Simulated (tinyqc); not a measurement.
Density of states of one tight-binding band of a chain: one step. Histogram. Three cases, with inputs chosen for the exercise.

Problem. Count the points in equal bins from E_lo to E_hi; g = count/(all points x bin width).

Give: Histogram.

Case 1.

Values chosen: bins = 8 (bins of the histogram); E_lo = -3.413 eV (lower end of the histogram); E_hi = 4.317 eV (upper end).

Distinct energies:
```
E_k (eV),points
-3.380000,1
-2.715290,2
-0.460000,2
2.715290,2
4.300000,1
```

Solution.

Histogram:
```
from (eV),to (eV),points,g (1/eV)
-3.4130,-2.4468,3,0.3881
-2.4468,-1.4805,0,0.0000
-1.4805,-0.5142,0,0.0000
-0.5142,0.4520,2,0.2587
0.4520,1.4183,0,0.0000
1.4183,2.3845,0,0.0000
2.3845,3.3508,2,0.2587
3.3508,4.3170,1,0.1294
```

Empty bins: 4 of 8; the fullest holds 3 points. Empty bins inside the band come from the coarse mesh, not from gaps.

Case 2.

Values chosen: bins = 10 (bins of the histogram); E_lo = -1.213 eV (lower end of the histogram); E_hi = 1.117 eV (upper end).

Distinct energies:
```
E_k (eV),points
-1.120000,1
-0.896099,2
-0.323738,2
0.356099,2
0.883738,2
1.080000,1
```

Solution.

Histogram:
```
from (eV),to (eV),points,g (1/eV)
-1.2130,-0.9800,1,0.4292
-0.9800,-0.7470,2,0.8584
-0.7470,-0.5140,0,0.0000
-0.5140,-0.2810,2,0.8584
-0.2810,-0.0480,0,0.0000
-0.0480,0.1850,0,0.0000
0.1850,0.4180,2,0.8584
0.4180,0.6510,0,0.0000
0.6510,0.8840,2,0.8584
0.8840,1.1170,1,0.4292
```

Empty bins: 4 of 10; the fullest holds 2 points. Empty bins inside the band come from the coarse mesh, not from gaps.

Case 3.

Values chosen: bins = 6 (bins of the histogram); E_lo = -1.813 eV (lower end of the histogram); E_hi = 1.817 eV (upper end).

Distinct energies:
```
E_k (eV),points
-1.740000,1
-1.607550,2
-1.230366,2
-0.665869,2
0.000000,2
0.665869,2
1.230366,2
1.607550,2
1.740000,1
```

Solution.

Histogram:
```
from (eV),to (eV),points,g (1/eV)
-1.8130,-1.2080,5,0.5165
-1.2080,-0.6030,2,0.2066
-0.6030,0.0020,2,0.2066
0.0020,0.6070,0,0.0000
0.6070,1.2120,2,0.2066
1.2120,1.8170,5,0.5165
```

Empty bins: 1 of 6; the fullest holds 5 points. Empty bins inside the band come from the coarse mesh, not from gaps.

Computed by tinyqc, one run a case: `OMP_NUM_THREADS=1 python tinyqc.py N N+1 out.jsonl` with N = 1680058, 1680201, 1680435; one thread of a shared Intel(R) Xeon(R) Processor @ 2.30GHz, about 0.01 s a run at most.
